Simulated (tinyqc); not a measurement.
Inside a calculation. Model: single-domain magnet: Stoner-Wohlfarth switching, Neel-Arrhenius retention, LLG dynamics and spin torque. Computed by tinyqc, a small Python program that keeps every step. Command: `OMP_NUM_THREADS=1 python tinyqc.py 3022884 3022885 out.jsonl macro walk`. One thread of a shared host (Intel(R) Xeon(R) Processor @ 2.30GHz), about 0.01 s of CPU time with the checks. Intermediate numbers are printed to about 6 digits and carried at full precision; extremes and crossings named in words are read from the listed rows.

The moment is uniform, with unit vector m; z is the easy axis. mu_0 = 1.25663706212e-6 T m/A, gamma = 1.76085963023e11 rad/(s T).

Inputs (values chosen for the exercise, for a model magnet):
```
quantity,value,unit
saturation magnetisation M_s,765,kA/m
diameter d,6,nm
aspect ratio p,4.7,-
bulk anisotropy K_u,120,kJ/m^3
exchange stiffness A,17,pJ/m
temperature T,300,K
attempt frequency f0,2,GHz
field angle psi from the easy axis,25,degrees
reversing field h = H/H_K,0.19,-
waiting time t_w,100,s
damping alpha,0.035,-
spin-torque efficiency eta,0.51,-
drive I/I_c0,3.3,-
time step times gamma mu_0 H_K,0.15,-
```

Shape: prolate spheroid, easy axis along it.

Constants: k_B = 1.380649e-23 J/K; e = 1.602176634e-19 C; hbar = 1.054571817e-34 J s.

## Effective anisotropy

N_z = [p ln(p + sqrt(p^2 - 1))/sqrt(p^2 - 1) - 1]/(p^2 - 1); V = pi d^3 p/6; K_eff = K_u + K_shape, K_shape = -(mu_0 M_s^2/4)(3 N_z - 1); mu_0 H_K = 2 K_eff/M_s.

demagnetising factor N_z = 0.0607602

volume V = 531.557 nm^3

K_shape = 150.341 kJ/m^3

K_eff = 270.341 kJ/m^3

anisotropy field mu_0 H_K = 0.706773 T

Shape gives 56 % of K_eff.

## Retention at zero field

Delta = K_eff V/(k_B T); tau = exp(Delta)/f0; probability of a flip within t_w: P = 1 - exp(-t_w/tau). Wall width parameter sqrt(A/K_eff); a two-domain state costs 4 sqrt(A K_eff) times the cross-section that the wall cuts (pi d^2/4).

stability factor Delta = 34.6942

log10 of tau in s = 5.76649

probability of a flip = 1.71189e-04

wall parameter = 7.92992 nm

barrier of the wall path / k_B T = 58.5367

Ten years (3.15e8 s) need Delta > 41.0 for tau alone; this element has 34.7. Coherent rotation is the cheaper path.

## Barrier in a tilted field

Energy over K_eff V: e(theta) = sin^2(theta) + 2 h cos(theta - psi) for m at the angle theta from +z and a field that points at psi from -z (it pulls m away from +z towards negative theta); h_sw = (cos^(2/3) psi + sin^(2/3) psi)^(-3/2). The metastable minimum and the saddle are the two roots of e'(theta) = sin(2 theta) - 2 h sin(theta - psi) on either side of theta_c = -arctan(tan^(1/3) psi).

switching field h_sw = 0.544505

minimum theta = -5.57201 degrees

saddle theta = -79.1914 degrees

barrier / (K_eff V) = 0.535067

barrier / (k_B T) = 18.5638

The form (1 - h/h_sw)^n reproduces this barrier with n = 1.457; n is 2 for a field on the axis, and the approach to h_sw has the exponent 3/2 off the axis.

## Switching field against angle and time

Switching field at T: the h at which the exact barrier equals ln(f0 t_w/ln 2) k_B T (0 if the zero-field barrier is lower). Sharrock form: h_sw [1 - (ln(f0 t_w/ln 2)/Delta)^(1/n)], n = 0.86 + 1.14 h_sw.

Fields over H_K:
```
psi (degrees),h_sw at T = 0,"thermal, exact barrier","thermal, Sharrock form"
1,0.907074,0.125418,0.122029
10,0.673805,0.108528,0.104248
20,0.573649,0.097239,0.094860
30,0.524016,0.090822,0.089711
45,0.500000,0.087532,0.087087
60,0.524016,0.090822,0.089711
75,0.614659,0.102137,0.098856
89,0.907074,0.125418,0.122029
```

At T = 0 the field is least at 45 degrees, H_K/2, and symmetric about it. Thermal help lowers it to 14 % at 1 degree and 18 % at 45 degrees; the Sharrock form misses the exact barrier by at most about 0.004 H_K, at psi = 10 (and its mirror angle).

## Spin-transfer switching

For axial symmetry and a polariser along z: I_c0 = (4 e alpha/(hbar eta)) K_eff V; relaxation time tau_D = (1 + alpha^2)/(alpha gamma mu_0 H_K); thermal start angle theta_0 = 1/sqrt(2 Delta); switching time about tau_D ln(pi/(2 theta_0))/(I/I_c0 - 1); precession frequency gamma mu_0 H_K/(2 pi (1 + alpha^2)).

critical current I_c0 = 59.9313 microampere

Delta/I_c0 = 0.578900 1/microampere

tau_D = 0.229857 ns

switching time, estimate = 0.256985 ns

precession frequency = 19.7831 GHz

## One LLG step

In the time s = gamma mu_0 H_K t: (1 + alpha^2) dm/ds = -m x b - alpha m x (m x b) + a [m x (m x z) - alpha m x z], b = m_z z, a = alpha I/I_c0; Heun steps (Euler predictor, mean of the two slopes) without renormalising; start m = (sin theta_0, 0, cos theta_0), theta_0 = 1/sqrt(2 Delta).

m at the start: [0.119760, 0.000000, 0.992803]

first slope: [0.009590, 0.119236, -0.001157]

predictor: [0.121199, 0.017885, 0.992629]

second slope: [-0.008100, 0.122079, -0.001211]

m after the step: [0.119872, 0.018099, 0.992625]

## Exact time to the equator

The polar equation dm_z/dt = -(1 - m_z^2)(i - m_z)/tau_D, i = I/I_c0, integrates to t = tau_D [F(cos theta_0) - F(0)], F(z) = -ln(1 - z)/(2 (i - 1)) + ln(1 + z)/(2 (i + 1)) + ln(i - z)/(i^2 - 1), theta_0 = 1/sqrt(2 Delta).

time to m_z = 0 = 0.256663 ns

The linear estimate is 1.00 times this.

## The trajectory

Run until m_z <= 0 (time by linear interpolation), |m|^2 leaves 1 by more than 1, or three exact times have passed; the run counts as sound if the time is within 3 % of the exact one.

Every few steps:
```
step,t (ns),m_x,m_y,m_z,|m|
0,0.000000,0.119760,0.000000,0.992803,1.00000
21,0.025311,-0.154687,0.000220,0.987988,1.00002
42,0.050622,0.199550,-0.004560,0.979942,1.00006
63,0.075932,-0.256351,0.019950,0.966509,1.00013
84,0.101243,0.324454,-0.061790,0.944117,1.00022
105,0.126554,-0.390271,0.161052,0.906903,1.00036
126,0.151865,0.392267,-0.364000,0.845409,1.00054
147,0.177175,-0.142026,0.652959,0.744951,1.00074
168,0.202486,-0.583041,-0.565603,0.584752,1.00089
189,0.227797,0.602807,-0.722097,0.342194,1.00095
210,0.253108,0.960662,-0.280898,0.012529,1.00097
211,0.254313,0.961060,-0.279775,-0.004789,1.00097
```

time to m_z = 0 by the steps = 0.253980 ns

largest drift of |m| = 9.65970e-04

The steps give 0.9895 of the exact time, with |m| kept to 9.7e-4.

Checks made by the program: the barrier at psi -> 0 against (1 - h)^2 (relative difference 6e-08); the closed form against quadrature (relative difference below 1e-10).
